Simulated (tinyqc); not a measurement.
# Slope factor and drain-induced lowering from three currents

Inverse problem. With source and body at 0 V, I = A exp((Vg + dd Vd)/(nf Vt)) (1 - exp(-Vd/Vt)). Find nf, the swing nf Vt ln 10 and dd.

Inputs (values chosen for the exercise): temperature T = 358 K.

Constants: q = 1.602176634e-19 C, kB = 1.380649e-23 J/K, Vt = kB T/q. Results are converted to the units shown.

currents at (Vg, Vd) = (0, 0.05), (0, 1) and (0.05, 1) V (nA/um): 0.027619015  0.53170888  1.7663072

Solution. The pair at equal Vd gives nf; the pair at equal Vg, after dividing out the factors 1 - exp(-Vd/Vt), gives dd.

nf = 1.350
swing = 95.90 mV/decade
dd = 0.1200

Numbers from tinyqc (`OMP_NUM_THREADS=1 python tinyqc.py 2242010 2242011 out.jsonl`; about 0.03 s on one thread of a shared Intel Xeon 2.30GHz).
